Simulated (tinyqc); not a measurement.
What moves the results: thin-film optics by transfer matrices. A value that a table varies takes the place of the one given here.

Indices N = n + i k. Snell: N0 sin(theta) = N_j sin(theta_j), with Im(N_j cos theta_j) >= 0. Admittance y_j = N_j cos theta_j for s and N_j/cos theta_j for p. Phase delta_j = 2 pi N_j cos theta_j d_j/lambda. Layer matrix [[cos delta, -i sin delta/y], [-i y sin delta, cos delta]], multiplied from the top down to M. (B, C) = M (1, y_sub); r = (y0 B - C)/(y0 B + C), R = |r|^2, T = 4 Re y0 Re y_sub/|y0 B + C|^2, absorbed in the films 1 - R - T.

Ellipsometry: rho = tan(Psi) exp(i Delta) = -conj(r_p/r_s) with the r of the admittance formula, Delta in 0 to 360 degrees, so that a bare dielectric at small angles gives Delta = 180.

Parameters, chosen for this exercise (indices near those of resist, ARC on polySi; shifted at random, so the results belong to these values and not to a real crystal):
```
symbol  value                  unit     meaning
lam     193                    nm       vacuum wavelength
n0      1                               ambient index
n       (1.721, 1.849, 0.986)           n of resist, ARC, substrate
k       (0.019, 0.344, 2.216)           k in the same order
d       (103, 30.7)            nm       thicknesses, top first
theta   70                     degrees  angle of incidence
pol     p                               polarisation
```

## Swing curve: thickness of the top film

The first entry of d takes the values listed.

Stack:
```
d_1 (nm)       R       T  absorbed
103.0     0.0713  0.2090    0.7196
114.2     0.1003  0.1987    0.7010
125.3     0.0832  0.1987    0.7181
136.5     0.0349  0.2055    0.7596
147.6     0.0018  0.2093    0.7889
158.8     0.0195  0.2024    0.7781
169.9     0.0655  0.1897    0.7448
181.1     0.0921  0.1809    0.7269
192.2     0.0767  0.1806    0.7427
203.4     0.0327  0.1859    0.7814
214.5     0.0028  0.1887    0.8085
225.7     0.0187  0.1828    0.7985
236.9     0.0609  0.1721    0.7671
```

R swings between 0.0018 and 0.1003 on these points. The period is lambda/(2 Re(N_1 cos theta_1)) = 66.9 nm, six rows. The swing shrinks from 0.0985 in the first period to 0.0893 in the second, as the film absorbs the wave that returns from below. The swing ratio (max - min)/mean is 1.94.

## Angle of incidence

Both polarisations.

Stack:
```
theta (degrees)     R_s     R_p    Psi   Delta
0                0.0616  0.0616  45.00  180.00
15               0.0508  0.0448  43.18  184.39
30               0.0341  0.0115  30.10  207.34
45               0.0705  0.0011   7.13   73.11
55               0.1583  0.0141  16.60   66.88
60               0.2231  0.0254  18.63   59.76
65               0.3012  0.0421  20.50   49.80
70               0.3938  0.0713  23.06   38.26
75               0.5037  0.1290  26.84   26.79
80               0.6363  0.2478  31.97   16.58
85               0.7987  0.4940  38.19    7.84
```

R_s and R_p agree at normal incidence (0.0616). R_p is lowest at 45 degrees of those listed (0.0011), where R_s = 0.0705; the top face alone would stop reflecting p light at arctan(n/n0) = 59.8 degrees, while the layers and the substrate below set where the minimum falls. R_s does not rise steadily, because the phase thickness of the films changes with the angle.

## Thickness of the antireflection layer under the resist

Light arrives at normal incidence from inside the resist, taken as the ambient with its real index n; the second entry of d takes the values listed.

Reflectance back into the resist:
```
d_2 (nm)       R
0         0.4454
10        0.2337
20        0.0700
30        0.0384
40        0.0684
50        0.0788
60        0.0449
80        0.0013
100       0.0248
120       0.0085
```

Without the layer R = 0.4454; the lowest value listed is 0.0013 at 80 nm, against a quarter wave lambda/(4 n) = 26.1 nm. A very thick layer would leave only its top interface, R = 0.0105, once absorption has removed the wave from below.

## Sensitivity of the reflectance

R for both polarisations. Each row changes one parameter from the base and keeps the others.

Results:
```
case                          R_s     R_p     T_s
base                       0.3938  0.0713  0.1001
d = (108, 30.7) nm         0.3567  0.0894  0.1054
n = (1.755, 1.849, 0.986)  0.3919  0.0789  0.1005
k = (0.019, 0.344, 2.448)  0.4080  0.0691  0.0907
lam = 198 nm               0.4242  0.0551  0.0978
theta = 75 degrees         0.5037  0.1290  0.0805
```

The largest shifts from the base row, up to three for each result and ties (the steps differ in size, so this ranks the rows, not the parameters). R_s: theta +0.1100, d -0.0371, lam +0.0305. R_p: theta +0.0576, d +0.0180, lam -0.0163. T_s: theta -0.0197, k -0.0094, d +0.0053.

(tinyqc, `OMP_NUM_THREADS=1 python tinyqc.py 1651275 1651276 out.jsonl`, Intel(R) Xeon(R) Processor @ 2.30GHz, 1 thread, shared host, about 0.01 s.)
